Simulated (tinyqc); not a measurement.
## Metal-interlayer-semiconductor contact, depinning against tunnelling resistance: contact resistivity against the interlayer thickness

Zero bias, n-type semiconductor. Gap states at the semiconductor surface thin out as exp(-be ti), which unpins the barrier; electrons must then cross the interlayer (a rectangular barrier, no voltage drop across it) and the parabolic depleted layer, both by WKB. Energies E are counted from the Fermi level; no image force, parabolic bands.

S = 1/(1 + (1/S0 - 1) exp(-be ti)); phiB = S (phiM - chi) + (1 - S)(Eg - E0); xi = Ec - EF deep inside, from Nd = Nc F(-xi/Vt), F(x) = (2/sqrt(pi)) int_0^infinity sqrt(u) du/(1 + exp(u - x)); band bending U = phiB - xi; E00 = (hbar/2) sqrt(Nd/(eps0 eps_r mt m0)) in volts; A = 4 pi q mA m0 kB^2/h^3. With U = phiB - xi: for xi < E < phiB, y = (E - xi)/U and G1 = (U/E00) [sqrt(1 - y) - y ln((1 + sqrt(1 - y))/sqrt(y))], G1 = 0 above phiB; G2 = 2 ti sqrt(mi max(phiB + dE - E, 0)/C), C = hbar^2/(2 m0); f = 1/(1 + exp(E/Vt)); 1/rho_c = (A T^2/Vt^2) times the integral of exp(-G1 - G2) f over E from xi upwards. Shares under 0.001 % are printed as 0; rows without band bending are left out.

Inputs (values chosen for the exercise); semiconductor values close to those of germanium; interlayer mass of the order of that in silicon dioxide, offset chosen freely: temperature T = 300 K; band gap Eg = 0.647 eV; relative permittivity eps_r = 16.6; electron affinity chi = 3.88 eV; conduction-band density of states at T Nc = 1.04e19 cm^-3; tunnelling mass in the semiconductor mt = 0.124 m0; Richardson mass mA = 1.12 m0; donor density Nd = 3.4e18 cm^-3; charge-neutrality level above the valence band E0 = 0.087 eV; pinning factor without interlayer S0 = 0.049; metal work function phiM = 4.05 eV; conduction-band offset of the interlayer above the semiconductor dE = 3.17 eV; tunnelling mass in the interlayer mi = 0.46 m0; decay constant of gap states through the interlayer be = 5.6 1/nm.

Constants: q = 1.602176634e-19 C, kB = 1.380649e-23 J/K, eps0 = 8.8541878128e-12 F/m, hbar = 1.054571817e-34 J s, h = 6.62607015e-34 J s, m0 = 9.1093837015e-31 kg, Vt = kB T/q, hbar^2/(2 m0) = 0.0380998212 eV nm^2. Results are converted to the units shown.

The same in every row: E00/Vt = 0.923.

Contact resistivity against the interlayer thickness:
```
ti (nm)       S  phiB (eV)  rho_c (ohm cm^2)  rho_c with G2 = 0 (ohm cm^2)  peak of the integrand (eV)  share above phiB (%)
0        0.0490      0.541           0.00440                       0.00440                       0.268                 0.169
0.2       0.136      0.507            0.0211                       0.00162                       0.255                 0.257
0.4       0.326      0.433            0.0306                       1.85e-4                       0.223                 0.556
0.6       0.597      0.327            0.0174                       8.75e-6                       0.174                  1.61
0.8       0.820      0.240            0.0177                       7.62e-7                       0.133                  3.99
1         0.933      0.196            0.0626                       2.29e-7                       0.113                  6.63
1.2       0.977      0.179             0.474                       1.45e-7                       0.106                  8.31
1.4       0.992      0.173              4.89                       1.24e-7                       0.104                  9.20
1.6       0.998      0.171              56.3                       1.18e-7                       0.104                  9.72
```

As ti goes from 0 to 1.6, phiB falls from 0.541 to 0.171 eV and rho_c moves up and down between 0.00440 and 56.3 ohm cm^2. No thickness listed beats the bare contact: tunnelling through the layer costs more than the change of the barrier gains. The ratio of rho_c to its value with G2 = 0 runs from 1.00 to 4.78e8.

Computed by the program tinyqc: `OMP_NUM_THREADS=1 python tinyqc.py 2270046 2270047 out.jsonl`, one thread of a shared Intel Xeon 2.30GHz, about 0.02 s for the whole run.
